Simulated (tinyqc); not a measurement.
All-pass ring resonator: course of the iteration: thermal shift of the resonance.

A ring of length L = 2 pi Rr coupled to one bus waveguide: round-trip amplitude a = 10^(-al L/20), self-coupling t = sqrt(1 - k2). At detuning d from the resonance the round-trip phase is p = 2 pi d/FSR and the transmission T = (a^2 - 2 a t cos p + t^2)/(1 - 2 a t cos p + a^2 t^2). Lossless coupler, linear absorption only.

T is the transmission at d = dl - s, p = 2 pi d/FSR; out = (lam dT/ng) Rt fa (1 - T) Pin; s(new) = s + 0.5 (out - s).

Stop when s changes by less than 1e-7 pm, or after 200 iterations.

Parameters, values chosen for the exercise; values close to those of silicon nitride waveguides: cold resonance wavelength lam = 1310 nm; group index ng = 2.08; thermo-optic change of the effective index dT = 2.6e-5 1/K; thermal resistance Rt = 2.7 K/mW; share of the loss that heats the ring fa = 0.81; input power Pin = 1.1 mW; laser detuning from the cold resonance dl = -4.2 pm.

s at the start = 0 pm
a = 0.996029
t = 0.987421
FSR = 2.62621 nm

Course of the iteration:
```
iteration	s (pm)	|change| (pm)
1	10.5038	10.5
2	7.87249	2.63
3	7.50795	0.365
4	7.49264	0.0153
5	7.49222	4.19e-4
6	7.49221	1.12e-5
7	7.49221	2.98e-7
8	7.49221	7.97e-9
```

Did this iteration meet its convergence test, and what does its course show?

Yes. Converged in 8 iterations. At the end each change is about 0.027 times the one before: linear convergence. The equation has 1 root(s).

Program tinyqc, `OMP_NUM_THREADS=1 python tinyqc.py 2650128 2650129 out.jsonl`; Intel Xeon 2.30GHz, shared host, one thread, about 0.01 s.
